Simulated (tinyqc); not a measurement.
Minority carriers and saturation current of a heavily doped emitter: two steps of the calculation.

n-type, parabolic bands, full ionisation. eta = (EF - Ec)/kB T solves N = Nc F12(eta), F12(x) = (2/sqrt(pi)) int_0^infinity sqrt(u)/(1 + exp(u - x)) du. The gap shrinks rigidly by dEg = E1 [ln(N/N0) + sqrt(ln^2(N/N0) + 0.5)], an empirical law that is here taken as the true narrowing.

Parameters, values chosen for the exercise; band and dielectric values close to those of silicon: temperature T = 400 K; band gap Eg = 1.13 eV; conduction-band density of states at 400 K Nc = 4.31e19 cm^-3; valence-band density of states at 400 K Nv = 4.02e19 cm^-3; ionised donor density N = 2.4e20 cm^-3; energy of the narrowing law E1 = 6.8 meV; density of the narrowing law N0 = 1.8e17 cm^-3.

Constants: q = 1.602176634e-19 C, kB = 1.380649e-23 J/K, Vt = kB T/q. Results are converted to the units shown.

Problem 1. Fermi level. Newton step on ln F12(eta) = ln(N/Nc): eta(new) = eta - ln(Nc F12/N) F12/Fm, Fm(x) = dF12/dx = (1/sqrt(pi)) int_0^infinity u^(-1/2)/(1 + exp(u - x)) du.

eta at the start (Boltzmann value) = 1.7171

Wanted: F12; Fm; eta after iteration 1.

Solution 1.

F12 = 2.4264
Fm = 1.3440
eta after iteration 1 = 3.2168

Problem 2. Effective intrinsic density. ni = sqrt(Nc Nv) exp(-Eg/(2 Vt)), Eg in volts; degeneracy factor g = F12(eta) exp(-eta); nie^2 = ni^2 exp(dEg/kB T) g, p0 = nie^2/N; apparent narrowing dEg + kB T ln g.

converged eta = 3.5542467

Wanted: ni; dEg; g; apparent narrowing; nie; p0.

Solution 2.

ni = 3.167e12 cm^-3
dEg = 98.09 meV
g = 0.1593
apparent narrowing = 34.77 meV
nie = 5.244e12 cm^-3
p0 = 1.146e5 cm^-3

Narrowing multiplies p0 by 17.2 and degeneracy by 0.159.

Range of the model: Band tails, non-parabolic bands and incomplete ionisation are left out.

tinyqc, about 0.01 s, one thread, Intel Xeon 2.30GHz (shared host): `OMP_NUM_THREADS=1 python tinyqc.py 2330165 2330166 out.jsonl`
